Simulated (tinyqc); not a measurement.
Thin-film optics by transfer matrices, step by step. Values are carried at full precision from step to step, so a last printed digit may differ when a step is redone from the rounded ones.

Indices N = n + i k. Snell: N0 sin(theta) = N_j sin(theta_j), with Im(N_j cos theta_j) >= 0. Admittance y_j = N_j cos theta_j for s and N_j/cos theta_j for p. Phase delta_j = 2 pi N_j cos theta_j d_j/lambda. Layer matrix [[cos delta, -i sin delta/y], [-i y sin delta, cos delta]], multiplied from the top down to M. (B, C) = M (1, y_sub); r = (y0 B - C)/(y0 B + C), R = |r|^2, T = 4 Re y0 Re y_sub/|y0 B + C|^2, absorbed in the films 1 - R - T.

Inputs chosen for the exercise (indices near those of resist on Si; the results hold for these values, not for the real material): lam = 193 nm (vacuum wavelength); n0 = 1 (ambient index); n = (1.669, 0.885) (n of resist, substrate); k = (0.02, 2.813) (k in the same order); d = (113) nm (thicknesses, top first); theta = 0 degrees (angle of incidence); pol = s (polarisation).

## Angles, admittances and phases

Form cos theta_j, y_j and delta_j.

cos theta_j: ambient 1.0000, film 1 1.0000, substrate 1.0000

y_j: ambient 1.0000, film 1 1.6690+0.0200i, substrate 0.8850+2.8130i

delta_j (rad): film 1 6.1398+0.0736i

## Layer matrices and their product

Form each matrix and multiply from the top down.

M:
$$\begin{pmatrix}
0.9924+0.0105i & 0.0447+0.0853i \\
0.1188+0.2405i & 0.9924+0.0105i
\end{pmatrix}$$

Each matrix has determinant 1, and so has M.

## Reflection and transmission

Close the stack on the substrate.

B, C: [0.7921+0.2117i, 0.9675+3.0415i]

r = -0.6955-0.3223i
R = 0.5876
T into the substrate = 0.2588
absorbed in the films = 0.1536

The bare substrate would reflect 0.6913.

## Checks

- R against the recursion of Airy sums from the substrate up: both 0.58763.

Computed by tinyqc, a small Python program: `OMP_NUM_THREADS=1 python tinyqc.py 1680668 1680669 out.jsonl` (the numbers bound the seed that draws the inputs); one thread of a shared host (Intel(R) Xeon(R) Processor @ 2.30GHz), about 0.01 s for the whole set of steps.
